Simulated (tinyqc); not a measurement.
CISD on RHF in the 3-21g basis, for H2, spin multiplicity 1, step by step. Computed by tinyqc, a small Python program that keeps every step (integrals from PySCF). Settings: charge = 0, multiplicity = 1, basis = 3-21g, method = RHF, energy threshold = 1e-10, iteration cap = 68, orthogonalisation = canonical, start = atomic densities, DIIS depth = 6, ci = CISD, davidson = 1. Command: `OMP_NUM_THREADS=1 python tinyqc.py 21622 21623 out.jsonl` (the two numbers bound the seeds that draw the settings). One thread of a shared host (Intel(R) Xeon(R) Processor @ 2.60GHz), about 0.1 s of CPU time with the checks. The early iterations of the SCF are left out here.

## One-electron integrals

Geometry (angstrom):
```
atom         x         y         z
H     0.000000  0.000000  0.000000
H     0.000000  0.000000  1.171000
```

Basis 3-21g: exponents (1/bohr^2) and contraction coefficients of normalised primitives:
```
element  l (shell)  exponent  coefficient
H            s (1)  5.447178     0.156285
H            s (1)  0.824547     0.904691
H            s (2)  0.183192     1.000000
```

Overlap, kinetic and nuclear-attraction integrals over the contracted functions; the nuclear repulsion is the sum of Za Zb / Rab.

nuclear repulsion = 0.45190197 hartree

overlap S, order 1H 1s, 1H 2s, 2H 1s, 2H 2s:
$$\begin{pmatrix}
1.000000 & 0.645899 & 0.113415 & 0.308041 \\
0.645899 & 1.000000 & 0.308041 & 0.638568 \\
0.113415 & 0.308041 & 1.000000 & 0.645899 \\
0.308041 & 0.638568 & 0.645899 & 1.000000
\end{pmatrix}$$

kinetic energy T (hartree), order 1H 1s, 1H 2s, 2H 1s, 2H 2s:
$$\begin{pmatrix}
1.549405 & 0.293152 & -0.060048 & 0.070660 \\
0.293152 & 0.274788 & 0.070660 & 0.123002 \\
-0.060048 & 0.070660 & 1.549405 & 0.293152 \\
0.070660 & 0.123002 & 0.293152 & 0.274788
\end{pmatrix}$$

nuclear attraction V (hartree), order 1H 1s, 1H 2s, 2H 1s, 2H 2s:
$$\begin{pmatrix}
-2.172798 & -1.074080 & -0.201492 & -0.520035 \\
-1.074080 & -1.108610 & -0.520035 & -0.757701 \\
-0.201492 & -0.520035 & -2.172798 & -1.074080 \\
-0.520035 & -0.757701 & -1.074080 & -1.108610
\end{pmatrix}$$

core Hamiltonian H = T + V (hartree), order 1H 1s, 1H 2s, 2H 1s, 2H 2s:
$$\begin{pmatrix}
-0.623393 & -0.780928 & -0.261540 & -0.449375 \\
-0.780928 & -0.833822 & -0.449375 & -0.634699 \\
-0.261540 & -0.449375 & -0.623393 & -0.780928 \\
-0.449375 & -0.634699 & -0.780928 & -0.833822
\end{pmatrix}$$

## Two-electron integrals

Functions are numbered as in S; the eight-fold symmetry (ij|kl) = (ji|kl) = (kl|ij) leaves the list below.

Two-electron integrals (ij|kl) in chemists' order, unique and non-zero (hartree):
```
(11|11) 1.140145   (21|11) 0.611403   (21|21) 0.345152   (22|11) 0.626370
(22|21) 0.380329   (22|22) 0.482957   (31|11) 0.088885   (31|21) 0.052612
(31|22) 0.062413   (31|31) 0.013157   (32|11) 0.162758   (32|21) 0.102125
(32|22) 0.138497   (32|31) 0.028396   (32|32) 0.077932   (33|11) 0.450500
(33|21) 0.288686   (33|22) 0.414515   (33|31) 0.088885   (33|32) 0.281039
(33|33) 1.140145   (41|11) 0.281039   (41|21) 0.159980   (41|22) 0.178774
(41|31) 0.028396   (41|32) 0.056451   (41|33) 0.162758   (41|41) 0.077932
(42|11) 0.354814   (42|21) 0.218327   (42|22) 0.286818   (42|31) 0.044739
(42|32) 0.110398   (42|33) 0.354814   (42|41) 0.110398   (42|42) 0.196935
(43|11) 0.288686   (43|21) 0.183989   (43|22) 0.261876   (43|31) 0.052612
(43|32) 0.159980   (43|33) 0.611403   (43|41) 0.102125   (43|42) 0.218327
(43|43) 0.345152   (44|11) 0.414515   (44|21) 0.261876   (44|22) 0.370367
(44|31) 0.062413   (44|32) 0.178774   (44|33) 0.626370   (44|41) 0.138497
(44|42) 0.286818   (44|43) 0.380329   (44|44) 0.482957
```

## Orthogonalisation

S = U s U^T; canonical form X = U s^(-1/2), so that X^T S X = 1. Each column of U has its largest component positive (the first on a tie).

eigenvalues of S: [0.196113, 0.386574, 1.051904, 2.365409]

X, order 1H 1s, 1H 2s, 2H 1s, 2H 2s:
$$\begin{pmatrix}
-0.701794 & 0.904618 & 0.619279 & 0.278642 \\
1.434239 & -0.689261 & 0.303022 & 0.365703 \\
0.701794 & 0.904618 & -0.619279 & 0.278642 \\
-1.434239 & -0.689261 & -0.303022 & 0.365703
\end{pmatrix}$$

## Iteration 5 (converged): orbitals

converged F (hartree), order 1H 1s, 1H 2s, 2H 1s, 2H 2s:
$$\begin{pmatrix}
0.256025 & -0.383908 & -0.315200 & -0.357624 \\
-0.383908 & -0.286691 & -0.357624 & -0.350389 \\
-0.315200 & -0.357624 & 0.256025 & -0.383908 \\
-0.357624 & -0.350389 & -0.383908 & -0.286691
\end{pmatrix}$$

Diagonalise F' = X^T F X, C = X C', fill 1 alpha and 1 beta electrons from the bottom; D = 2 C_occ C_occ^T. Each column has its largest component positive (the first on a tie).

F' = X^T F X (hartree):
$$\begin{pmatrix}
0.930558 & 0.000000 & -0.476659 & 0.000000 \\
0.000000 & 1.147257 & 0.000000 & 0.085543 \\
-0.476659 & 0.000000 & 0.430106 & 0.000000 \\
0.000000 & 0.085543 & 0.000000 & -0.481842
\end{pmatrix}$$

orbital energies (hartree): MO1 -0.486322, MO2 0.141985, MO3 1.151736, MO4 1.218678

coefficients C, order 1H 1s, 1H 2s, 2H 1s, 2H 2s:
$$\begin{pmatrix}
0.230955 & 0.166945 & 0.917951 & -0.920951 \\
0.401246 & 1.001257 & -0.669194 & 1.070676 \\
0.230955 & -0.166945 & 0.917951 & 0.920951 \\
0.401246 & -1.001257 & -0.669194 & -1.070676
\end{pmatrix}$$

D after iteration 5, order 1H 1s, 1H 2s, 2H 1s, 2H 2s:
$$\begin{pmatrix}
0.106681 & 0.185340 & 0.106681 & 0.185340 \\
0.185340 & 0.321997 & 0.185340 & 0.321997 \\
0.106681 & 0.185340 & 0.106681 & 0.185340 \\
0.185340 & 0.321997 & 0.185340 & 0.321997
\end{pmatrix}$$

## Convergence

Stop when the energy changes by less than 1e-10 hartree and every element of the error matrix X^T (F D S - S D F) X is below 3e-06.

Course of the cycle:
```
iteration  E (hartree)     change  largest element of the error matrix
1          -0.71761754          -                             1.65e-01
2          -1.05765908  -3.40e-01                             1.43e-02
3          -1.05773015  -7.11e-05                             2.62e-03
4          -1.05773262  -2.48e-06                             1.41e-07
5          -1.05773262  -5.77e-15                             5.54e-08
```

PySCF RHF in the same basis = -1.05773262 hartree

Converged in 5 iterations.

## Integrals over molecular orbitals

(pq|rs) = sum C_ip C_jq C_kr C_ls (ij|kl), one index at a time.

one-electron integrals over orbitals h = C^T H C (hartree):
$$\begin{pmatrix}
-1.023313 & 0.000000 & -0.112598 & 0.000000 \\
0.000000 & -0.641100 & 0.000000 & 0.177272 \\
-0.112598 & 0.000000 & 0.216419 & 0.000000 \\
0.000000 & 0.177272 & 0.000000 & 0.237363
\end{pmatrix}$$

Two-electron integrals over orbitals (pq|rs), unique and non-zero (hartree):
```
(11|11) 0.536991    (21|21) 0.127998    (22|11) 0.455542    (22|22) 0.428447
(31|11) 0.112598    (31|22) 0.078388    (31|31) 0.085493    (32|21) 0.035889
(32|32) 0.049566    (33|11) 0.510405    (33|22) 0.440834    (33|31) 0.123432
(33|33) 0.518398    (41|21) -0.076269   (41|32) -0.063266   (41|41) 0.093199
(42|11) -0.126770   (42|22) -0.082038   (42|31) -0.080929   (42|33) -0.133792
(42|42) 0.086948    (43|21) -0.146353   (43|32) -0.070812   (43|41) 0.122530
(43|43) 0.209968    (44|11) 0.537257    (44|22) 0.466493    (44|31) 0.152658
(44|33) 0.549389    (44|42) -0.155198   (44|44) 0.596755
```

## CISD: determinants and Hamiltonian

Hartree-Fock energy = -1.05773262 hartree

Slater-Condon rules over spin orbitals, with the nuclear repulsion added and E(HF) subtracted on the diagonal.

Occupation strings over the orbitals (2 doubly, a alpha, b beta, 0 empty; spin orbitals ordered 1a 1b 2a 2b ...): 2000 ab00 a0b0 a00b ba00 b0a0 b00a 0200 0ab0 0a0b 0ba0 0020 00ab 0b0a 00ba 0002

H - E(HF) between determinants (hartree):
```
           2000       ab00       a0b0       a00b       ba00       b0a0       b00a       0200
2000   0.000000   0.000000   0.000000   0.000000   0.000000   0.000000   0.000000   0.127998
ab00   0.000000   0.300763   0.000000   0.050502  -0.127998   0.000000   0.076269   0.000000
a0b0   0.000000   0.000000   1.213146   0.000000   0.000000  -0.085493   0.000000   0.035889
a00b   0.000000   0.050502   0.000000   1.260942   0.076269   0.000000  -0.093199   0.000000
ba00   0.000000  -0.127998   0.000000   0.076269   0.300763   0.000000   0.050502   0.000000
b0a0   0.000000   0.000000  -0.085493   0.000000   0.000000   1.213146   0.000000  -0.035889
b00a   0.000000   0.076269   0.000000  -0.093199   0.050502   0.000000   1.260942   0.000000
0200   0.127998   0.000000   0.035889   0.000000   0.000000  -0.035889   0.000000   0.655881
0ab0   0.000000   0.035889   0.000000  -0.146353   0.034210   0.000000   0.080929   0.000000
0a0b  -0.076269   0.000000  -0.146353   0.000000   0.000000   0.063266   0.000000   0.095234
0ba0   0.000000   0.034210   0.000000   0.080929   0.035889   0.000000  -0.146353   0.000000
0020   0.085493   0.000000   0.010834   0.000000   0.000000  -0.010834   0.000000   0.049566
00ab   0.000000  -0.080929   0.000000   0.040060   0.063266   0.000000  -0.122530   0.000000
0b0a   0.076269   0.000000   0.063266   0.000000   0.000000  -0.146353   0.000000  -0.095234
00ba   0.000000   0.063266   0.000000  -0.122530  -0.080929   0.000000   0.040060   0.000000
0002   0.093199   0.000000   0.122530   0.000000   0.000000  -0.122530   0.000000   0.086948

           0ab0       0a0b       0ba0       0020       00ab       0b0a       00ba       0002
2000   0.000000  -0.076269   0.000000   0.085493   0.000000   0.076269   0.000000   0.093199
ab00   0.035889   0.000000   0.034210   0.000000  -0.080929   0.000000   0.063266   0.000000
a0b0   0.000000  -0.146353   0.000000   0.010834   0.000000   0.063266   0.000000   0.122530
a00b  -0.146353   0.000000   0.080929   0.000000   0.040060   0.000000  -0.122530   0.000000
ba00   0.034210   0.000000   0.035889   0.000000   0.063266   0.000000  -0.080929   0.000000
b0a0   0.000000   0.063266   0.000000  -0.010834   0.000000  -0.146353   0.000000  -0.122530
b00a   0.080929   0.000000  -0.146353   0.000000  -0.122530   0.000000   0.040060   0.000000
0200   0.000000   0.095234   0.000000   0.049566   0.000000  -0.095234   0.000000   0.086948
0ab0   1.525787   0.000000  -0.049566   0.000000  -0.070812   0.000000  -0.043480   0.000000
0a0b   0.000000   1.572391   0.000000  -0.070812   0.000000  -0.086948   0.000000   0.022074
0ba0  -0.049566   0.000000   1.525787   0.000000  -0.043480   0.000000  -0.070812   0.000000
0020   0.000000  -0.070812   0.000000   2.460871   0.000000   0.070812   0.000000   0.209968
00ab  -0.070812   0.000000  -0.043480   0.000000   2.512806   0.000000  -0.209968   0.000000
0b0a   0.000000  -0.086948   0.000000   0.070812   0.000000   1.572391   0.000000  -0.022074
00ba  -0.043480   0.000000  -0.070812   0.000000  -0.209968   0.000000   2.512806   0.000000
0002   0.000000   0.022074   0.000000   0.209968   0.000000  -0.022074   0.000000   2.581117
```

## CISD: roots

Diagonalise (each vector has its largest component positive (the first on a tie)); all determinants have Ms = 0, so triplets appear too. The lowest singlet root is the correlation energy.

lowest roots of this matrix, relative to E(HF) (hartree): [-0.038759, 0.152297, 0.419458, 0.652992, 1.109300, 1.163813, 1.195170, 1.201932]

lowest vectors, order 2000, ab00, a0b0, a00b, ba00, b0a0, b00a, 0200, 0ab0, 0a0b, 0ba0, 0020, 00ab, 0b0a, 00ba, 0002:
$$\begin{pmatrix}
0.977201 & 0.000000 & 0.000000 & 0.200424 \\
0.000000 & 0.700117 & 0.705663 & 0.000000 \\
0.016790 & 0.000000 & 0.000000 & -0.076279 \\
0.000000 & -0.090071 & 0.012516 & 0.000000 \\
0.000000 & 0.700117 & -0.705663 & 0.000000 \\
-0.016790 & 0.000000 & 0.000000 & 0.076279 \\
0.000000 & -0.090071 & -0.012516 & 0.000000 \\
-0.191829 & 0.000000 & 0.000000 & 0.963227 \\
0.000000 & -0.041513 & 0.002461 & 0.000000 \\
0.056091 & 0.000000 & 0.000000 & -0.093712 \\
0.000000 & -0.041513 & -0.002461 & 0.000000 \\
-0.024152 & 0.000000 & 0.000000 & -0.037999 \\
0.000000 & 0.000090 & 0.043322 & 0.000000 \\
-0.056091 & 0.000000 & 0.000000 & 0.093712 \\
0.000000 & 0.000090 & -0.043322 & 0.000000 \\
-0.028977 & 0.000000 & 0.000000 & -0.037146
\end{pmatrix}$$

<S^2> of these roots: [0.000000, 2.000000, 0.000000, 0.000000, 2.000000, 2.000000, 0.000000, 0.000000]

weight of the ground state by excitation level 0, 1, 2, ...: [0.954923, 0.000564, 0.044514]

## The lowest root by the Davidson method

Start from the reference; add the residual divided by (theta - H_ii), orthogonalised, at each step.

Davidson iterations:
```
iteration  subspace  lowest Ritz value (hartree)  residual norm
1                 1                            0       2.10e-01
2                 2                  -0.03750353       4.51e-02
3                 3                  -0.03875078       4.11e-03
4                 4                  -0.03875860       4.99e-04
5                 5                  -0.03875872       2.29e-05
6                 6                  -0.03875872       1.64e-16
```
